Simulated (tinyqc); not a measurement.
Switching kinetics of a ferroelectric film and the memory window of a ferroelectric gate stack: one step, computed by the program tinyqc.

Fields in MV/cm; 1 microcoulomb/cm^2 over eps_0 is 11.29409 MV/cm. In the stack (metal, ferroelectric, interlayer, channel) the channel is taken as a conductor.

Question. Switched share after the pulse. Merz's law: t1 = t_inf exp[(E_a/E)^alpha] at the mean of the fields before and after switching. NLS: switched share = integral of [1 - exp(-(t/tau)^n)] F(z) dz over z = log10 tau, with the Lorentzian F = (1/pi) w/[(z - log10 t1)^2 + w^2].

Inputs (values chosen for the exercise, for a model film):
```
quantity                             value   unit
time constant t_inf                6.1e-10      s
activation field E_a                   2.5  MV/cm
Merz exponent alpha                      1      -
dimension n                              3      -
half width w of log10 t                1.1      -
pulse length t_p                   0.00034      s
breakdown field of the interlayer       12  MV/cm
```

Kinetics: nucleation-limited (NLS).

E_F before switching = 6.505152 MV/cm

E_F after switching = 4.077389 MV/cm

Give: mean field; switching time t1; switched share.

Answer.

mean field = 5.2913 MV/cm

switching time t1 = 9.7842e-10 s

switched share = 0.93846

t_p is 350000 t1. A field higher by 10 % would shorten t1 by a factor 1.0. The step approximation 1/2 + arctan[log10(t_p/t1)/w]/pi gives 0.938. Caution: the interlayer field exceeds its breakdown field, so charge injection would change the fields.
